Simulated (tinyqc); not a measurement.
# FinFET, parasitic resistance, capacitance and delay: what changes with what

Nf fins under one contact; each has gated perimeter p = 2 Hf + Wf and cross-section A = Hf Wf; contact width Wc = Nf pf, stack height Hs = Hf. Contact length Lc = CPP - Lg - 2 Lsp, shared by two neighbouring gates. Source and drain sides are equal. The formulas are first-order estimates, not field solutions.

Parameters, values chosen for the exercise; values close to those of silicon logic devices: temperature T = 300 K; number of fins Nf = 4; fin height Hf = 35 nm; fin width Wf = 8 nm; fin pitch pf = 27 nm; contacted gate pitch CPP = 70 nm; gate length Lg = 18 nm; spacer length Lsp = 5 nm; relative permittivity of the spacer ks = 4.5; gate height above the channel stack Hc = 15 nm; contact resistivity rc = 2.2e-9 ohm cm^2; resistivity of the source-drain epitaxy re = 0.00077 ohm cm; current-carrying depth of the epitaxy te = 30 nm; resistivity of the extension rx = 0.0015 ohm cm; gate overlap Lov = 2 nm; inversion capacitance Cinv = 2.2 uF/cm^2; injection velocity vx = 1.3e7 cm/s; apparent mobility mu = 140 cm^2/(V s); threshold at zero drain voltage VT = 0.22 V; barrier lowering dl = 0.078 V/V; subthreshold factor n = 1.14; wire load Cw = 0.35 fF; supply voltage Vdd = 0.8 V.

Constants: q = 1.602176634e-19 C, kB = 1.380649e-23 J/K, eps0 = 8.8541878128e-12 F/m, Vt = kB T/q. Results are converted to the units shown.

Each table varies one quantity; the others keep the values above.

## Effect of the spacer length

Epitaxy sheet resistance Rsh = re/te, transfer length LT = sqrt(rc/Rsh), contact Rc = [sqrt(rc Rsh)/Wc] coth(Lc/(2 LT)); extension of one fin Rx = rx Lsp/A. With N fins: gate Cg = Cinv p N Lg; per side, plate Cp = ks eps0 [Wc (Hs + Hc) - N A]/Lsp, top fringe Cf = (2/pi) ks eps0 Wc ln(1 + Lg/(2 Lsp)), overlap Co = Cinv p N Lov. One fin: I = p Q vx u/(1 + |u|^1.8)^(1/1.8), Q = Cinv n Vt ln(1 + exp((Vg' - VT + dl Vd')/(n Vt))), u = Vd' mu/(vx Lg), Vg' = Vgs - v, Vd' = Vds - 2 v, with the drop on each side v = Rc (sum of I) + Rx I. Ieff = [I(Vgs = Vdd, Vds = Vdd/2) + I(Vdd/2, Vdd)]/2, total currents. With Cs = Cp + Cf + Co, the load of an inverter of two such devices driving an equal one is CL = 2 (Cg + 2 Cs) + 4 Cs + Cw (own drains counted twice for the Miller effect); delay CL Vdd/(2 Ieff).

Effect of the spacer length:
```
Lsp (nm)  Rc (ohm)  Rx/N (ohm)  Ieff (uA)  CL (aF)  delay (ps)
2            103.1       26.79      298.6     1426       1.911
3            106.1       40.18      292.8     1192       1.629
4            109.4       53.57      287.0     1074       1.497
5            113.1       66.96      281.2     1002       1.426
6            117.2       80.36      275.5    954.4       1.386
8            127.1       107.1      263.9    894.0       1.355
10           139.7       133.9      252.2    857.4       1.360
12           156.4       160.7      240.1    832.9       1.388
```

What does the table show?

As Lsp goes from 2 to 12 nm, Ieff falls from 299 to 240 uA, CL falls from 1430 to 833 aF and the delay goes from 1.91 through a minimum of 1.36 (at Lsp = 8 nm among the rows listed) to 1.39 ps. A thin spacer costs capacitance, a thick one resistance and contact length, hence the minimum. For Lsp = 2 to 3 nm the spacer is under 3.5 nm, where leakage and breakdown between gate and contact would forbid it.

## Effect of the contact resistivity

Same model as above.

The same in every row: Rx/N (ohm) = 66.96; CL (aF) = 1002.

Effect of the contact resistivity:
```
rc (ohm cm^2)  Rc (ohm)  Ieff (uA)  delay (ps)
1e-10             14.87      316.5       1.267
2.1e-10           21.91      313.8       1.278
4.5e-10           34.22      309.2       1.297
9.7e-10           58.24      300.3       1.335
2.1e-9            108.7      282.7       1.418
4.4e-9            210.4      251.1       1.597
9.4e-9            431.0      198.5       2.020
2e-8              898.4      135.0       2.970
```

Read the table: what changes, and by how much?

As rc goes from 1e-10 to 2e-8 ohm cm^2, Ieff falls from 317 to 135 uA, CL stays at 1000 aF and the delay rises from 1.27 to 2.97 ps. Rc goes as rc^(0.52) at the start and rc^(0.97) at the end (1/2 for a long contact, 1 for a short one). For rc = 1e-10 to 2.1e-10 ohm cm^2 rc lies near or below the quantum limit of metal-silicon contacts.

## Effect of the relative permittivity of the spacer

Same model as above.

The same in every row: Rc (ohm) = 113.1; Rx/N (ohm) = 66.96; Ieff (uA) = 281.2.

Effect of the relative permittivity of the spacer:
```
ks   CL (aF)  delay (ps)
1      772.6       1.099
2      838.2       1.192
3      903.9       1.286
4      969.5       1.379
5.5     1068       1.519
7       1166       1.659
```

What does the table show?

As ks goes from 1 to 7, Ieff stays at 281 uA, CL rises from 773 to 1170 aF and the delay rises from 1.10 to 1.66 ps.

Computed by the program tinyqc: `OMP_NUM_THREADS=1 python tinyqc.py 2170061 2170062 out.jsonl`, one thread of a shared Intel Xeon 2.30GHz, about 0.03 s for the whole run.
